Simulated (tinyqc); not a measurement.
# Fully depleted semiconductor-on-insulator film with two gates, non-linear Poisson equation by Newton steps: effects of single changes

One dimension across the film, front interface at x = 0, back interface at x = ts. psi is counted from the intrinsic level, n = ni exp(psi/Vt) (source grounded), holes neglected, acceptors ionised. Gates act through Cox = eps0 eox/tox and Cbox = 3.9 eps0/tb with potentials G1 = Vg - (phiM - chi - Vt ln(Nc/ni)) and G2 = Vb - (phiB - chi - Vt ln(Nc/ni)). Classical Boltzmann densities, no interface charge, no depletion in the back plane.

Parameters, values chosen for the exercise; band and dielectric values close to those of silicon:

| symbol | value | unit | meaning |
|---|---|---|---|
| T | 350 | K | temperature |
| Eg | 1.13 | eV | band gap |
| eps_r | 11.9 |  | relative permittivity |
| Nc | 3.52e19 | cm^-3 | conduction-band density of states at T |
| Nv | 3.28e19 | cm^-3 | valence-band density of states at T |
| chi | 4.1 | eV | electron affinity |
| eox | 3.9 |  | relative permittivity of the gate insulator (close to silicon dioxide) |
| tox | 2.3 | nm | insulator thickness |
| ts | 5.3 | nm | film thickness |
| tb | 37 | nm | buried-oxide thickness (eps_r 3.9) |
| Na | 9.3e16 | cm^-3 | acceptor density of the film |
| phiM | 4.43 | eV | work function of the front gate |
| phiB | 4.15 | eV | work function of the back plane |
| Vb | 0.6 | V | back-gate voltage |

Constants: q = 1.602176634e-19 C, kB = 1.380649e-23 J/K, Vt = kB T/q, eps0 = 8.8541878128e-14 F/cm where lengths are in cm. Results are converted to the units shown.

Each table varies one quantity; the others keep the values above.

## Charge against front-gate voltage

ni = sqrt(Nc Nv) exp(-Eg/(2 Vt)), Eg in volts. The Poisson equation eps0 eps_r d2psi/dx2 = q (n + Na), with -eps0 eps_r dpsi/dx = Cox (G1 - psi) at x = 0 and eps0 eps_r dpsi/dx = Cbox (G2 - psi) at x = ts, is solved on 300 equal intervals with half boxes at both ends; N_inv is the trapezoid sum of n. Swing = ln 10/(d ln N_inv/dVg); the last column is (dN_inv/dVb)/(dN_inv/dVg).

Results:
columns A: Vg (V); B: psi front (V); C: psi back (V); D: N_inv (cm^-2); E: centroid/ts; F: swing (mV/decade); G: q dN_inv/dVg over Cox; H: back/front leverage
```
A           B       C        D      E       F        G       H
-0.27  0.0257  0.0727   7.35e5  0.625    75.7  2.39e-6  0.0899
-0.12   0.167   0.208   7.06e7  0.609    75.7  2.29e-4  0.0891
0.18    0.427   0.446  2.40e11  0.552     150    0.393  0.0851
0.33    0.491   0.480  1.03e12  0.468     373    0.677  0.0783
0.48    0.529   0.491  2.07e12  0.390     643    0.791  0.0731
0.63    0.555   0.496  3.23e12  0.330     932    0.850  0.0698
0.78    0.574   0.499  4.45e12  0.286  1.23e3    0.886  0.0678
0.93    0.590   0.501  5.71e12  0.252  1.55e3    0.908  0.0665
```

Estimate the missing row, Vg = 0.03 V.

Computed row:
columns A: Vg (V); B: psi front (V); C: psi back (V); D: N_inv (cm^-2); E: centroid/ts; F: swing (mV/decade); G: q dN_inv/dVg over Cox; H: back/front leverage
```
A         B      C       D      E     F       G       H
0.03  0.308  0.342  6.61e9  0.592  77.7  0.0209  0.0883
```

With this row back in the table: N_inv passes 1e11 cm^-2 at Vg = 0.132 V. The swing starts at 75.7 mV a decade, against (1 + k) Vt ln 10 = 73.6 for a front channel with k = Cs Cbox/(Cox (Cs + Cbox)) = 0.0594, Cs = eps0 eps_r/ts; above threshold this column is no longer a subthreshold swing. The centroid falls from 0.625 to 0.252 of ts and the leverage of the back gate falls from 0.0899 to 0.0665. For Vg = 0.63, 0.78, 0.93 the density at an interface exceeds 0.3 Nc, where Boltzmann statistics fail. In every row the classical centroid lies within 3 nm of an interface, where confinement, left out, would push it away.

## Threshold and coupling against the back-gate voltage

VT is the Vg for N_inv = 1e11 cm^-2; -dVT/dVb from the linearised equation. Limits with Cs = eps0 eps_r/ts: front channel Cs Cbox/(Cox (Cs + Cbox)), back channel Cbox (Cox + Cs)/(Cox Cs). Swing at N_inv = 1e8 cm^-2.

The same in every row: front-channel limit = 0.0594; back-channel limit = 0.109.

Threshold and coupling against the back-gate voltage:
```
Vb (V)   VT (V)  centroid/ts at VT  -dVT/dVb  swing (mV/decade)
-3        0.409              0.210    0.0693               74.3
-2.25     0.356              0.259    0.0717               74.5
-1.5      0.301              0.325    0.0748               74.8
-0.75     0.244              0.406    0.0786               75.1
0         0.183              0.497    0.0831               75.4
0.75      0.119              0.590    0.0876               75.7
1.5      0.0517              0.672    0.0918               76.0
2.25    -0.0185              0.739    0.0953               76.2
3       -0.0910              0.790    0.0980               76.4
```

As Vb goes from -3 to 3, VT falls from 0.409 to -0.0910 V, the centroid rises from 0.210 to 0.790 of ts and -dVT/dVb rises from 0.0693 to 0.0980. The coupling covers 20.0 % of the way from the front-channel to the back-channel limit in the first row and 77.6 % in the last.

Range of the model: In so thin a film or at such density quantum confinement moves the charge away from the interfaces and raises the threshold.

Program tinyqc, `OMP_NUM_THREADS=1 python tinyqc.py 2190115 2190116 out.jsonl`; Intel Xeon 2.30GHz, shared host, one thread, about 0.5 s.
